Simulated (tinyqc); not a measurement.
Inside a calculation. Method: UHF in the sto-6g basis, for Li, spin multiplicity 2. This run ends on a higher stationary point, not on the lowest solution. Computed by tinyqc, a small Python program that keeps every step (integrals from PySCF). Settings: charge = 0, multiplicity = 2, basis = sto-6g, energy threshold = 1e-10, iteration cap = 77, orthogonalisation = symmetric, start = Wolfsberg-Helmholz matrix, DIIS depth = 8, DIIS from iteration = 3, damping = 0.7, method = UHF. Command: `OMP_NUM_THREADS=1 python tinyqc.py 27793 27794 out.jsonl` (the two numbers bound the seeds that draw the settings). One thread of a shared host (Intel(R) Xeon(R) Processor @ 2.60GHz), about 0.08 s of CPU time with the checks.

Geometry (angstrom):
```
atom,x,y,z
Li,0.000000,0.000000,0.000000
```

Stop when the energy changes by less than 1e-10 hartree and every element of the error matrix X^T (F D S - S D F) X (for each spin) is below 3e-06.

Course of the cycle:
```
iteration,E (hartree),change,largest element of the error matrix
1,-7.31737501,-,1.01e-02
2,-7.31738964,-1.46e-05,7.55e-03
3,-7.31740080,-1.12e-05,5.64e-03
4,-7.31740914,-8.34e-06,4.22e-03
5,-7.31741522,-6.08e-06,2.96e-03
6,-7.31741970,-4.48e-06,2.07e-03
7,-7.31742294,-3.24e-06,1.45e-03
8,-7.31742526,-2.32e-06,1.01e-03
9,-7.31742691,-1.65e-06,7.10e-04
10,-7.31742808,-1.17e-06,4.97e-04
11,-7.31742890,-8.24e-07,3.48e-04
12,-7.31742948,-5.80e-07,2.43e-04
13,-7.31742989,-4.07e-07,1.70e-04
14,-7.31743018,-2.86e-07,1.19e-04
...,...,...,...
24,-7.31743083,-8.12e-09,3.37e-06
25,-7.31743083,-5.69e-09,2.36e-06
26,-7.31743084,-3.98e-09,1.65e-06
27,-7.31743084,-2.79e-09,1.16e-06
28,-7.31743084,-1.95e-09,8.09e-07
29,-7.31743084,-1.37e-09,5.66e-07
30,-7.31743084,-9.56e-10,3.96e-07
31,-7.31743084,-6.69e-10,2.77e-07
32,-7.31743084,-4.68e-10,1.94e-07
33,-7.31743084,-3.28e-10,1.36e-07
34,-7.31743084,-2.29e-10,9.52e-08
35,-7.31743084,-1.61e-10,6.66e-08
36,-7.31743085,-1.12e-10,4.66e-08
37,-7.31743085,-7.87e-11,3.26e-08
```

Can the last value be used, and what does the course show?

No, though the log alone does not show it. Converged in 37 iterations. But the solution lies 0.08250 hartree above the reference: it is another stationary point, not the lowest one. Reruns (cap 100 unless said): DIIS 8: converged in 5 to a higher stationary point; damping 0.5: converged in 21 to a higher stationary point; level shift 0.5: converged in 8 to a higher stationary point; atomic densities as start, DIIS 8: converged in 6. PySCF UHF in the same basis, after a stability check = -7.39993123 hartree.
